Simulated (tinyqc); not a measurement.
Inputs raised by 5 %, one at a time: time-dependent dielectric breakdown: cell percolation, Weibull statistics, area scaling and voltage extrapolation. Computed by tinyqc, a small Python program. Command: `OMP_NUM_THREADS=1 python tinyqc.py 3015680 3015681 out.jsonl tddb sens`. One thread of a shared host (Intel(R) Xeon(R) Processor @ 2.30GHz), about 0.01 s of CPU time with the checks.

The oxide is divided into columns of area a^2, each holding m = t_ox/a cells (m is taken as continuous). A share lambda(t) = (t/t_1)^alpha of the cells is defective, and a column whose cells are all defective breaks down.

Inputs (values chosen for the exercise, for a model gate oxide):
```
quantity                                                   value  unit
oxide thickness t_ox                                         2.3    nm
defect cell size a                                           1.4    nm
exponent alpha of defect growth                              0.9     -
time t_1 at which the occupied share would reach 1       4.1e+06     s
test area A                                                 0.06  um^2
product area A_u                                           1e+06  um^2
stress voltage V                                            3.39     V
use voltage V_u                                              1.9     V
local exponent n = -d ln t/d ln V at the stress voltage       40     -
activation energy E_a                                       0.66    eV
stress temperature T                                         105     C
use temperature T_u                                           85     C
allowed failure fraction F                                0.0001     -
```

Voltage law used: E.

Constants: k_B = 8.617333262e-05 eV/K.

Method:
- Failure fraction F = 1 - (1 - lambda^m)^N with N = A/a^2 columns, which for small lambda^m is 1 - exp(-(t/t63)^beta) with beta = alpha m and t63 = t_1 N^(-1/beta); critical share lambda(t63) = N^(-1/m). 1 um^2 = 1e6 nm^2.
- All three voltage laws share the slope n at the stress voltage. Factor t(V_u)/t(V): E law exp(n (1 - V_u/V)); 1/E law exp(n (V/V_u - 1)); power law (V/V_u)^n.
- Temperatures in kelvin are T(C) + 273.15.
- Temperature factor exp[(E_a/k_B)(1/T_u - 1/T)]; area factor (A/A_u)^(1/beta); percentile factor (-ln(1 - F))^(1/beta); life = t63 x all four; 1 year = 3.15576e7 s.

Runs:
```
input moved                                                from        to  characteristic life t63 (s)  Weibull slope beta  critical share of defective cells  area factor
base run                                                      -         -                       3791.8              1.4786                          0.0018598   1.3051e-05
oxide thickness t_ox (nm)                                   2.3     2.415                       5288.3              1.5525                          0.0025089   2.2297e-05
defect cell size a (nm)                                     1.4      1.47                       2865.8              1.4082                          0.0014455   7.4377e-06
exponent alpha of defect growth                             0.9     0.945                       5288.3              1.5525                          0.0018598   2.2297e-05
time t_1 at which the occupied share would reach 1 (s)  4100000   4305000                       3981.4              1.4786                          0.0018598   1.3051e-05
test area A (um^2)                                         0.06     0.063                       3668.7              1.4786                          0.0018053   1.3489e-05
product area A_u (um^2)                                 1000000   1050000                       3791.8              1.4786                          0.0018598   1.2628e-05
allowed failure fraction F                               0.0001  0.000105                       3791.8              1.4786                          0.0018598   1.3051e-05
```

Exponents ln(y'/y) / ln(x'/x):
```
input                                               characteristic life t63  Weibull slope beta  critical share of defective cells  area factor
oxide thickness t_ox                                                  6.818                   1                              6.136       10.977
defect cell size a                                                   -5.739                  -1                             -5.165      -11.525
exponent alpha of defect growth                                       6.818                   1                              0.000       10.977
time t_1 at which the occupied share would reach 1                    1.000                   0                              0.000        0.000
test area A                                                          -0.676                   0                             -0.609        0.676
product area A_u                                                      0.000                   0                              0.000       -0.676
allowed failure fraction F                                            0.000                   0                              0.000        0.000
```

Which inputs matter most for each result?

Among the inputs moved here: characteristic life t63 answers most in size to oxide thickness t_ox (exponent +6.818), and about equally to exponent alpha of defect growth (+6.818); its exponent is below 0.0005 for product area A_u, allowed failure fraction F. Weibull slope beta answers most in size to oxide thickness t_ox (exponent +1.000), and about equally to defect cell size a (-1.000), exponent alpha of defect growth (+1.000); its exponent is below 0.0005 for time t_1 at which the occupied share would reach 1, test area A, product area A_u, allowed failure fraction F. Its exponent +1.000 in oxide thickness t_ox: beta = alpha t_ox/a. Its exponent -1.000 in defect cell size a: beta = alpha t_ox/a. Critical share of defective cells answers most in size to oxide thickness t_ox (exponent +6.136), next to defect cell size a (-5.165); its exponent is below 0.0005 for exponent alpha of defect growth, time t_1 at which the occupied share would reach 1, product area A_u, allowed failure fraction F. area factor answers most in size to defect cell size a (exponent -11.525), next to oxide thickness t_ox (+10.977); its exponent is below 0.0005 for time t_1 at which the occupied share would reach 1, allowed failure fraction F.

Caution (all rows): t_1 is an input here; in a real oxide it changes with thickness at fixed voltage.
